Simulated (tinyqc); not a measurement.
IGBT as a p-i-n diode in series with a MOS channel, on-state and switching loss: one step of the calculation.

High injection (n = p) in a drift layer from x = -W/2 (anode) to +W/2 (cathode side), recombination only in the layer with lifetime tau, ideal emitters. The channel feeds the cathode side and carries the whole current. Auger recombination, carrier-carrier scattering, emitter losses and the carrier dip under the p body are left out.

Task. Carrier profile. n(x) = (tau J/(2 q La))[cosh(x/La)/sinh y - B sinh(x/La)/cosh y]. x/La = (2 x/W) y.

Parameters, values chosen for the exercise; material values close to those of silicon:
```
symbol,value,unit,meaning
Nd,7.2e13,cm^-3,doping of the drift layer
tau,1,us,high-injection lifetime
J,50,A/cm^2,current density
```

Constants: q = 1.602176634e-19 C. Results are converted to the units shown.

2 x/W, point 0 to 8: [-1, -0.75, -0.5, -0.25, 0, 0.25, 0.5, 0.75, 1]
B = 0.48936170
La = 42.990033 um
y = 1.2793663

Give: n.

Result.

n, point 0 to 8 (cm^-3): [5.7596e16, 4.2981e16, 3.2801e16, 2.6004e16, 2.1891e16, 2.0036e16, 2.0248e16, 2.2549e16, 2.7177e16]

The density is 2.12 times higher at the anode than at the cathode side, since holes are the slower carriers; its smallest listed value is 278 times Nd.

Numbers from tinyqc (`OMP_NUM_THREADS=1 python tinyqc.py 2590152 2590153 out.jsonl`; about 0.01 s on one thread of a shared Intel Xeon 2.30GHz).
